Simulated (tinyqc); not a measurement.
Surface segregation during layer-by-layer epitaxy: two-layer exchange kinetics and the shape of quantum wells and delta layers: one step, computed by the program tinyqc.

Atoms A and B exchange only between the growing layer and the one below it. B is supplied for N layers, then pure A follows.

Task: The second layer. Each layer is deposited complete with B share x_dep and then exchanges for the time tau = 1/G with the layer below, whose share is b (total c = s + b fixed): ds/dt = p1 b (1 - s) - p2 s (1 - b), s(0) = x_dep. With the roots s1 < s2 of the right side, (s - s1)/(s - s2) = [(s(0) - s1)/(s(0) - s2)] exp(-(p1 - p2)(s2 - s1) tau). The lower layer is then buried with c - s, and s becomes the b of the next layer. Layer 1 is deposited on pure A with share x0; with nothing to lift from below, take b = 0 and s(0) = x0 for it. Then layer 2 has x_dep = x0.

Inputs (values chosen for the exercise, close to those used for indium in GaAs): growth rate G = 0.26 layers/s; share x0 of B in the flux during the well = 0.17; layers in the well N = 4; temperature T = 400 C.

p1 = 0.09394373 1/s

p2 = 0.002515520 1/s

Give: share in layer 1 after its exchange; root s1 for layer 2; root s2 for layer 2; share in layer 2 after its exchange; share buried in layer 1.

Result:

share in layer 1 after its exchange = 0.1686

root s1 for layer 2 = 0.3258

root s2 for layer 2 = 1.068

share in layer 2 after its exchange = 0.2113

share buried in layer 1 = 0.1273
